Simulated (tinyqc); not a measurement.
Carrier lifetime from Shockley-Read-Hall, radiative, Auger and surface recombination: one step, computed by the program tinyqc.

Energies are counted from the top of the valence band. Boltzmann statistics, full ionisation, and equal excess densities of electrons and holes.

Question. Equilibrium densities. N_c = 2 M_c (2 pi m_e k_B T/h^2)^(3/2) and N_v = 2 (2 pi m_h k_B T/h^2)^(3/2), masses in units of m_0. n_i = sqrt(N_c N_v) exp(-E_g/2 k_B T); majority density N/2 + sqrt(N^2/4 + n_i^2), minority density n_i^2 over it.

Inputs (values chosen for the exercise, with bands modelled on GaN):

| quantity | value | unit |
|---|---|---|
| gap E_g | 3.43 | eV |
| electron mass m_e | 0.206 | m_0 |
| valleys M_c | 1 | - |
| hole mass m_h | 1.35 | m_0 |
| temperature T | 300 | K |
| doping N | 1.8e+18 | cm^-3 |

Doping: n-type. Surface term: none.

Constants: m_0 = 9.1093837015e-31 kg; k_B = 1.380649e-23 J/K; h = 6.62607015e-34 J s; k_B = 8.617333262e-05 eV/K.

Give: N_c; N_v; n_i; n_0; p_0.

Answer.

N_c = 2.346e+18 cm^-3

N_v = 3.936e+19 cm^-3

n_i = 1.486e-10 cm^-3

n_0 = 1.80e+18 cm^-3

p_0 = 1.227e-38 cm^-3

Caution: the doping is near the effective density of states, where Boltzmann statistics fail and the gap narrows.
